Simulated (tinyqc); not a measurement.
# Interface traps from C-V curves, high-low and Terman methods: effects of single changes

MOS capacitor on an n-type substrate; psi is the band bending, negative in depletion; only majority carriers are counted. At the bending psi the Fermi level lies y = xi - psi below the conduction edge at the surface, xi = Vt ln(Nc/Nd). Dit(y) = D0 + D1 exp(-y/E1); traps fill up to the Fermi level, follow the bias and a slow signal, and do not follow a fast one. V is the gate voltage from flat band.

Values chosen for this exercise; band and dielectric values close to those of silicon: temperature T = 300 K; relative permittivity eps_r = 11.5; conduction-band density of states at T Nc = 2.75e19 cm^-3; donor density Nd = 3.6e15 cm^-3; equivalent oxide thickness EOT = 6.2 nm; trap density far from the band edge D0 = 3.3e11 cm^-2 eV^-1; band-tail density at the conduction edge D1 = 2.1e12 cm^-2 eV^-1; decay energy of the tail E1 = 0.09 eV.

Constants: q = 1.602176634e-19 C, kB = 1.380649e-23 J/K, Vt = kB T/q, eps0 = 8.8541878128e-14 F/cm where lengths are in cm. Results are converted to the units shown.

Each table varies one quantity; the others keep the values above.

## Effect of the oxide thickness on the signal

Cox = 3.9 eps0/EOT, LD = sqrt(eps0 eps_r Vt/(q Nd)), u = psi/Vt, Cd = (eps0 eps_r/(sqrt(2) LD)) |exp(u) - 1|/sqrt(exp(u) - u - 1). Ideal V0 = psi - sqrt(2) (eps0 eps_r Vt/LD) sqrt(exp(u) - u - 1)/Cox for psi < 0; the traps add dV = (q/Cox) times the integral of Dit from 0 to psi = (q/Cox) [D0 psi + D1 E1 exp(-xi/E1) (exp(psi/E1) - 1)]. 1/C_HF = 1/Cox + 1/Cd, 1/C_LF = 1/Cox + 1/(Cd + q Dit). All at psi = -0.193 V.

Results:

| EOT (nm) | dV (mV) | C_HF (nF/cm^2) | C_LF (nF/cm^2) | (C_LF - C_HF)/Cox (%) |
|---|---|---|---|---|
| 1.4 | -4.968 | 41.19 | 94.05 | 2.143 |
| 2.5 | -8.872 | 40.66 | 91.32 | 3.668 |
| 4.4 | -15.61 | 39.77 | 86.95 | 6.012 |
| 14 | -49.68 | 35.81 | 70.02 | 13.87 |
| 26 | -92.26 | 31.84 | 56.32 | 18.43 |
| 46 | -163.2 | 26.89 | 42.47 | 20.75 |

Estimate the missing row, EOT = 8 nm.

Computed row:

| EOT (nm) | dV (mV) | C_HF (nF/cm^2) | C_LF (nF/cm^2) | (C_LF - C_HF)/Cox (%) |
|---|---|---|---|---|
| 8 | -28.39 | 38.18 | 79.72 | 9.623 |

With this row back in the table: The stretch-out grows in proportion to the EOT, from -4.97 to -163 mV, so thin oxides leave Terman's method little to read; the high-low gap rises from 2.14 to 20.8 % of Cox.

## Subthreshold swing with traps

Same model as above.

At psi = -0.193 V the swing of a transistor with this gate would be S = Vt ln 10 (1 + (Cd + q Dit)/Cox), Dit as above.

Subthreshold swing with traps:

| D0 (cm^-2 eV^-1) | Dit (cm^-2 eV^-1) | q Dit/Cox | S (mV/decade) |
|---|---|---|---|
| 8.5e9 | 2.736e10 | 0.007870 | 64.47 |
| 2.5e10 | 4.386e10 | 0.01262 | 64.75 |
| 7.3e10 | 9.186e10 | 0.02642 | 65.58 |
| 2.1e11 | 2.289e11 | 0.06584 | 67.92 |
| 6.2e11 | 6.389e11 | 0.1838 | 74.94 |
| 1.8e12 | 1.819e12 | 0.5232 | 95.15 |
| 5.3e12 | 5.319e12 | 1.530 | 155.1 |
| 1.5e13 | 1.502e13 | 4.320 | 321.2 |

S rises from 64.5 to 321 mV/decade; without traps it is 64.0. The traps add 10 mV/decade at Dit = 5.84e11 cm^-2 eV^-1 and equal Cox at 3.48e12.

tinyqc, about 0.01 s, one thread, Intel Xeon 2.30GHz (shared host): `OMP_NUM_THREADS=1 python tinyqc.py 2030063 2030064 out.jsonl`
